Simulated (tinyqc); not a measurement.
# Rutherford backscattering from a thin compound film on silicon: kinematics, yields, composition and thickness, step by step

A worked calculation. Computed by tinyqc, a small Python program that keeps every step. Command: `OMP_NUM_THREADS=1 python tinyqc.py 3011059 3011060 out.jsonl rbs walk`. One thread of a shared host (Intel(R) Xeon(R) Processor @ 2.30GHz), about 0.01 s of CPU time with the checks. Intermediate numbers are printed to about 7 digits and carried at full precision; extremes and crossings named in words are read from the listed rows.

Singly charged helium ions (Z1 = 2, M1 = 4.0026 u) enter at the tilt angle a1 to the normal and leave at a2 = |180 - theta - tilt| in the same plane. The film is A B_x.

Inputs (values chosen for the exercise, modelled on a helium beam on TiN):
```
quantity                                value           unit
beam energy E0                            1.5            MeV
scattering angle theta                    170        degrees
tilt of the sample                          0        degrees
heavy element: Z_A                         22              -
heavy element: mass M_A                  47.9              u
heavy element: stopping eps_A at 2 MeV   77.1  1e-15 eV cm^2
light element: Z_B                          7              -
light element: mass M_B                    14              u
light element: stopping eps_B at 2 MeV   33.5  1e-15 eV cm^2
atoms of B per atom of A, x             0.861              -
atomic density of the film                102         1/nm^3
film thickness d                           13             nm
collected charge                           26   microcoulomb
detector solid angle                      4.1            msr
detector resolution (FWHM)                 15            keV
```

Constants: e^2/(4 pi eps_0) = 14.39964548 eV angstrom; e = 1.602176634e-19 C.

## Kinematics

Kinematic factor K = [(sqrt(M^2 - M1^2 sin^2 theta) + M1 cos theta)/(M + M1)]^2. Surface edges lie at K E0; substrate silicon has M = 28.09 u. Mass resolution at M_A = resolution/(E0 dK/dM).

kinematic factors: A 0.7171369, B 0.3110847, Si 0.5657840

surface edges (keV): A 1075.705, B 466.627, Si 848.676

mass resolution at M_A = 1.999459 u

K flattens for heavy targets, so masses within 2.0 u of A cannot be told apart.

## Peak widths (surface approximation)

Stopping per atom eps(E) = eps(2 MeV) (E/2 MeV)^(-0.4) (a law chosen for the exercise); Bragg rule eps_film = (eps_A + x eps_B)/(1 + x); areal density N d, with 1/nm^2 = 0.1 x 1e15/cm^2. Width of the signal of element i: [K_i eps(E0)/cos a1 + eps(K_i E0)/cos a2] N d; depth resolution = resolution x d/width of A; energy lost on the way in = eps(E0) N d/cos a1.

areal density N d = 132.6 1e15 atoms/cm^2

film stopping at E0 = 63.87096 1e-15 eV cm^2

widths (keV): A 15.89688, B 16.35435

depth resolution = 12.26656 nm

energy lost on the way in = 8.469289 keV

The signal of A spans 1.1 resolution widths, so its width measures the thickness. Caution: the ions scattered from B leave near or below the stopping maximum (some 0.6 to 0.8 MeV), where the power law chosen here overstates the stopping and the width of B.

## Yields

Rutherford cross section in the laboratory frame: sigma = (Z1 Z e^2/(4 pi eps_0 4E))^2 (4/sin^4 theta) (r + cos theta)^2/r, r = sqrt(1 - (M1 sin theta/M)^2), times the screening factor 1 - 0.049 Z1 Z^(4/3)/E (E in keV); 1 angstrom^2 = 1e8 barn. Counts = (charge/e) x solid angle x sigma(E_mean) x areal density of the element/cos a1, E_mean = E0 - half the energy lost on the way in; 1 barn = 1e-24 cm^2. The ratio of areas returns x = (Y_B/Y_A)(sigma_A/sigma_B), with the counting error sqrt(1/Y_A + 1/Y_B).

cross sections (barn/sr): A 1.118493, B 0.097356

counts: A 53024.56, B 3973.84

ratio of areas Y_B/Y_A = 0.07494331

counting error of x without background = 1.644704 %

The cross sections differ by 11.5, near (Z_A/Z_B)^2 = 9.9. The signal of B lies below the silicon edge, on the substrate background, so its real error is larger unless the substrate is channelled.

## Surface approximation against the full path

Surface approximation as above. Full path: dE/ds = -eps(E) integrates to E^1.4 = E(start)^1.4 - 1.4 eps(2 MeV) 2000^0.4 s (keV), applied in (s = N d/cos a1), then K, then out (s = N d/cos a2); width = K E0 - exit energy. The last column is the error in thickness if the full width is read with the surface formula.

Widths (keV):
```
d (nm)  A, surface   A, full   B, full  error (%)
5           6.1142    6.1212    6.3072   0.114067
10         12.2284   12.2564   12.6492   0.228920
20         24.4567   24.5695   25.4410   0.461029
50         61.1418   61.8617   64.7512   1.177405
100       122.2837  125.2728  134.0008   2.444393
150       183.4255  190.4248  209.6351   3.815859
200       244.5674  257.5561  295.6996   5.310901
```

The error grows roughly in proportion to thickness, from 0.11 % to 5.3 %, because the ion slows and the stopping rises along the path. The signals of A and B would overlap once the width of A exceeds the gap between the edges, 609 keV. Ions from B leave the thickest film below about 0.6 MeV, where the power law overstates the stopping.

Checks made by the program: kinematic factor against energy and momentum conservation (relative difference below 1e-10).
